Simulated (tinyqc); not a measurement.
Trap depth and cross-section from two peaks.

Question. A DLTS peak lies where ew = sn g T^2 exp(-Et/kB T), g = vth Nc/(300 K)^2. Find Et and sn.

Values chosen for this exercise:
- Nc = 2.76e19 cm^-3 (conduction-band density of states at 300 K)
- vth = 2.3e7 cm/s (thermal velocity at 300 K)

Constants: q = 1.602176634e-19 C, kB = 1.380649e-23 J/K. Results are converted to the units shown.

peak temperatures for ew = 5 and 1000 1/s (K): [63.338611, 85.223103]

Answer. The slope of ln(ew/T^2) against q/kB T is -Et, and the intercept is ln(sn g).

Et = 0.1000 eV
sn = 1.600e-17 cm^2

Program tinyqc, `OMP_NUM_THREADS=1 python tinyqc.py 2050132 2050133 out.jsonl`; Intel Xeon 2.30GHz, shared host, one thread, about 0.01 s.
